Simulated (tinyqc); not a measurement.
Thermoelectric coefficients of one resonant level, Landauer integrals: two steps of the calculation.

Transmission X(x) = (g/2)^2/[(x - y)^2 + (g/2)^2] with x = (E - EF)/kB T, two spin channels. I_k = int X x^k w dx over all x, w = 1/(4 cosh^2(x/2)).

Inputs (values chosen for the exercise):
- T = 300 K (temperature)
- g = 0.15 (full width of the level over kB T)
- y = 3.9 (level position (E0 - EF)/kB T)
- kp = 0.8 (phonon heat conductance in units of pi^2 kB^2 T/(3 h))

Constants: q = 1.602176634e-19 C, kB = 1.380649e-23 J/K, h = 6.62607015e-34 J s. Results are converted to the units shown.

Question 1. Coefficients. G = (2 q^2/h) I_0, S = -(kB/q) I_1/I_0, L/L0 = [I_2/I_0 - (I_1/I_0)^2]/(pi^2/3), K_e = (2 kB^2 T/h)(I_2 - I_1^2/I_0), ZT = G S^2 T/(K_e + K_ph), K_ph = kp pi^2 kB^2 T/(3 h).

converged I_0, I_1, I_2: 0.0050224621  0.017874809  0.068628607

Give: G; S; L/L0; K_e; ZT; ZT without phonons.

Answer 1.

G = 0.38914 uS
S = -306.69 uV/K
L/L0 = 0.30337
K_e = 0.86522 pW/K
ZT = 0.048159
ZT without phonons = 12.691

The level lies above EF, so S is negative (electron-like). A level of zero width would give -(kB/q) y = -336 uV/K; S is 8.7 % below that in size.

Question 2. Two limits for S. Narrow level: S = -(kB/q) y. Mott formula: S = -(pi^2/3)(kB/q) d ln X/dx at x = 0 = -(pi^2/3)(kB/q) 2 y/[y^2 + (g/2)^2].

Find: narrow-level S; Mott S.

Answer 2.

narrow-level S = -336.08 uV/K
Mott S = -145.33 uV/K

The integrals give -307 uV/K; the Mott value is 0.47 times that in size.

Program tinyqc, `OMP_NUM_THREADS=1 python tinyqc.py 2800117 2800118 out.jsonl`; Intel Xeon 2.30GHz, shared host, one thread, about 0.03 s.
